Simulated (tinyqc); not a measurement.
Deal-Grove kinetics of thermal oxidation of silicon: one step, computed by the program tinyqc.

Oxidant diffuses through the oxide and reacts at the interface, so that dx/dt = B/(A + 2x) for the oxide thickness x.

Task: Two steps, the one at T2 first. B = B0 p exp(-E_B/(k_B T)), B/A = (B/A)0 p^m exp(-E_A/(k_B T)), p in atm; A = B/(B/A). Temperatures in kelvin are T(C) + 273.15. tau = (x_i^2 + A x_i)/B and x = (A/2) [sqrt(1 + 4 B (t + tau)/A^2) - 1], the root of x^2 + A x = B (t + tau). First t2 at T2 from x_i, then t at T from the thickness reached.

Inputs (values chosen for the exercise, close to those used for silicon): prefactor B0 = 812 um^2/h; activation energy E_B = 1.21 eV; prefactor (B/A)0 = 6.56e+06 um/h; activation energy E_A = 2.01 eV; temperature T = 950 C; oxidant pressure p = 0.1 atm; pressure exponent m of B/A = 0.78; initial oxide x_i = 0.025 um; time t = 1.6 h; temperature of step 2, T2 = 1050 C; time of step 2, t2 = 2.1 h.

Ambient: dry oxygen. Surface: (111). Extension: second step.

length A = 0.1475414 um

parabolic constant B = 8.393830e-04 um^2/h

Constants: k_B = 8.617333262e-05 eV/K.

Give: thickness after t2 at T2; final thickness in this order.

Result:

thickness after t2 at T2 = 0.051323 um

final thickness in this order = 0.056580 um
